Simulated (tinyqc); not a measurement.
## Undoped symmetric double-gate MOSFET, analytic potential model: transfer curve and volume inversion

An undoped body of thickness ts between two equal insulators and tied gates; long channel, electrons only, n = ni exp((psi - V)/Vt) with V the quasi-Fermi potential (0 at the source, Vd at the drain), constant mobility, no quantisation. Across the body psi(x) = V - 2 Vt ln[(ts/(2 beta)) sqrt(q ni/(2 eps0 eps_r Vt)) cos(2 beta x/ts)], x from the centre. Q is the electron charge per area of the whole body.

ni = sqrt(Nc Nv) exp(-Eg/(2 Vt)), Eg in volts; r = eps_r tox/(eox ts); V0 = dphi + 2 Vt ln[(2/ts) sqrt(2 eps0 eps_r Vt/(q ni))]. beta (between 0 and pi/2) solves (Vg - V0 - V)/(2 Vt) = ln(beta) - ln(cos beta) + 2 r beta tan(beta). Q = 8 eps0 eps_r Vt beta tan(beta)/ts; I = mu (1/L)(4 eps0 eps_r/ts)(2 Vt)^2 [g(beta_s) - g(beta_d)] per width, g = beta tan(beta) - beta^2/2 + r beta^2 tan^2(beta), with beta_s at V = 0 and beta_d at V = Vd. The drop is psi(surface) - psi(centre) at the source end; C = dQs/dVg, Cg = 2 eps0 eox/tox; gm = dI/dVg.

Parameters, values chosen for the exercise; material values close to those of silicon:
```
symbol    value        unit                                             meaning
T           400           K                                         temperature
Eg         1.12          eV                                            band gap
eps_r      11.7                      relative permittivity of the semiconductor
Nc      4.33e19       cm^-3              conduction-band density of states at T
Nv      4.05e19       cm^-3                 valence-band density of states at T
eox        22.4                     relative permittivity of the gate insulator
tox          13          nm                                 insulator thickness
ts           15          nm                                      body thickness
dphi       0.06           V  gate work function less that of the intrinsic body
mu          320  cm^2/(V s)                                    channel mobility
L           0.1          um                                         gate length
Vd          0.3           V                                       drain voltage
```

Constants: q = 1.602176634e-19 C, kB = 1.380649e-23 J/K, Vt = kB T/q, eps0 = 8.8541878128e-14 F/cm where lengths are in cm. Results are converted to the units shown.

Transfer curve and volume inversion:

| Vg (V) | Qs (nC/cm^2) | drop (mV) | C/Cg | I (uA/um) | gm/I (1/V) |
|---|---|---|---|---|---|
| 0.18 | 0.02876 | 0.005206 | 2.734e-4 | 0.003173 | 29.01 |
| 0.29 | 0.6935 | 0.1254 | 0.006535 | 0.07683 | 28.88 |
| 0.41 | 18.01 | 3.210 | 0.1390 | 2.218 | 25.99 |
| 0.52 | 120.7 | 19.73 | 0.4629 | 23.34 | 16.54 |
| 0.63 | 310.5 | 44.00 | 0.6467 | 97.21 | 10.15 |
| 0.74 | 545.6 | 66.54 | 0.7449 | 242.5 | 6.741 |
| 0.85 | 806.3 | 85.60 | 0.8045 | 447.4 | 4.579 |
| 0.97 | 1109 | 102.9 | 0.8464 | 709.4 | 3.234 |
| 1.08 | 1398 | 116.2 | 0.8727 | 969.9 | 2.507 |

Read the table: what changes, and by how much?

The current rises from 0.00317 to 970 uA/um. In the first row gm/I is 29.0 1/V, 0.019 % below 1/Vt: with no depletion charge the whole body follows the gate, and the swing is ideal. The drop between surface and centre goes from 0.0052 to 116 mV and passes Vt at Vg = 0.63 V among the rows; below that the density varies across the body by less than a factor of e (volume inversion). C reaches 0.87 of Cg in the last row. For Vg = 0.85 to 1.08 V the surface density at the source passes 0.3 Nc, where Boltzmann statistics fail. For Vg = 0.63 to 1.08 V mu V/L, with V the smaller of Vd and Vg - V0, passes 3e6 cm/s, so velocity saturation would lower the current. In every row L is under three scale lengths of this cross-section, so short-channel effects, left out here, would raise the subthreshold current.

Computed by the program tinyqc: `OMP_NUM_THREADS=1 python tinyqc.py 2440090 2440091 out.jsonl`, one thread of a shared Intel Xeon 2.30GHz, about 0.02 s for the whole run.
